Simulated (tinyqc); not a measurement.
Finite square well with mass mismatch (envelope functions), step by step. Values are carried at full precision from step to step, so a last printed digit may differ when a step is redone from the rounded ones.

A square well of width L and depth V0, mass mw inside and mb outside, energies from the bottom of the well, c = hbar^2/2m0. k = sqrt(mw E/c), kappa = sqrt(mb (V0 - E)/c). psi and psi'/m are continuous at the walls (BenDaniel-Duke), so level n solves k L + 2 atan[(k/mw)/(kappa/mb)] = n pi.

Constants: hbar^2/2m0 = 3.80998211 eV angstrom^2.

Parameters, chosen for this exercise (near those of a GaAs well in AlGaAs; the results hold for these values, not for the real material):
- L = 147 angstrom (well width)
- V0 = 0.186 eV (barrier height)
- mw = 0.0658 m0 (mass in the well)
- mb = 0.0861 m0 (mass in the barrier)
- alpha_w = 0.59 1/eV (non-parabolicity in the well)
- alpha_b = 0.61 1/eV (non-parabolicity in the barrier)

## How many levels are bound

At E = V0 the arctangent equals pi/2, so level n is bound if k0 L > (n - 1) pi with k0 = sqrt(mw V0/c). Compare with the infinitely deep well, E1(hard) = c (pi/L)^2/mw.

k0 = 0.05668 1/angstrom
k0 L/pi = 2.6520
number of bound levels = 3
E1(hard) = 0.0264 eV

The count does not depend on mb. One more level binds at L = 166.3 angstrom.

## The lowest level by bisection

f(E) = k L + 2 atan[(k/mw)/(kappa/mb)] - pi rises with E. Twelve halvings of [0, V0]: keep the half in which f changes sign.

Bisection:
```
step  low (eV)  high (eV)  midpoint (eV)        k    kappa        f
1      0.00000    0.18600        0.09300  0.04008  0.04584   4.4545
2      0.00000    0.09300        0.04650  0.02834  0.05615   2.1915
3      0.00000    0.04650        0.02325  0.02004  0.06065   0.6202
4      0.00000    0.02325        0.01162  0.01417  0.06277  -0.4843
5      0.01162    0.02325        0.01744  0.01735  0.06172   0.1145
6      0.01162    0.01744        0.01453  0.01584  0.06225  -0.1700
7      0.01453    0.01744        0.01598  0.01661  0.06198  -0.0245
8      0.01598    0.01744        0.01671  0.01699  0.06185   0.0457
9      0.01598    0.01671        0.01635  0.01680  0.06192   0.0108
10     0.01598    0.01635        0.01617  0.01671  0.06195  -0.0068
11     0.01617    0.01635        0.01626  0.01676  0.06194   0.0020
12     0.01617    0.01626        0.01621  0.01673  0.06194  -0.0024
```

After twelve halvings the bracket is V0/4096 = 0.045 meV wide.

## Bound levels

Solve the condition for each n (six at most). With A = cos(kL/2) for even and sin(kL/2) for odd levels, the probability in the barriers is Pb = (A^2/kappa)/(A^2/kappa + L/2 +/- sin(kL)/(2k)), + for even.

Levels:
```
n  parity  E (eV)  k (1/angstrom)  kappa (1/angstrom)      Pb
1    even  0.0162         0.01675             0.06194  0.0191
2     odd  0.0642         0.03331             0.05245  0.0811
3    even  0.1396         0.04910             0.03239  0.2316
```

The lowest level lies at 61 % of the infinite-well value and decays into the barrier over 1/kappa = 16.1 angstrom.

## Mass in the plane and density of states

To first order in the in-plane energy, 1/m_par = (1 - Pb)/mw + Pb/mb for each subband. Each adds a step D = m_par/(2 pi c) to the density of states per area (spin included, one valley); 1/angstrom^2 = 1e16/cm^2.

Subbands:
```
n  m_par (m0)  D (1e13/(eV cm^2))
1      0.0661               2.761
2      0.0671               2.802
3      0.0696               2.907
```

## Levels with energy-dependent masses

Non-parabolic bands: mw is replaced by mw (1 + alpha_w E) and mb by mb (1 - alpha_b (V0 - E)), in k, kappa and the matching condition alike.

Solve the same condition with the energy-dependent masses, and list the shift from the parabolic levels that exist in both.

Levels:
```
n  E (eV)  mass inside  mass outside  shift (meV)
1  0.0165       0.0664        0.0772          0.3
2  0.0636       0.0683        0.0797         -0.7
3  0.1335       0.0710        0.0833         -6.0
```

Level 1 moves by +0.3 meV and level 3 by -6.0 meV. The lighter mass deep in the barrier hardens the wall for low levels; the heavier mass in the well wins higher up.

## Checks

- Lowest level by finite differences (200 cells across the well) against the matching condition, eV: both 0.0162.

Program tinyqc; command `OMP_NUM_THREADS=1 python tinyqc.py 1282231 1282232 out.jsonl`; about 0.01 s on one thread of a shared Intel(R) Xeon(R) Processor @ 2.30GHz.
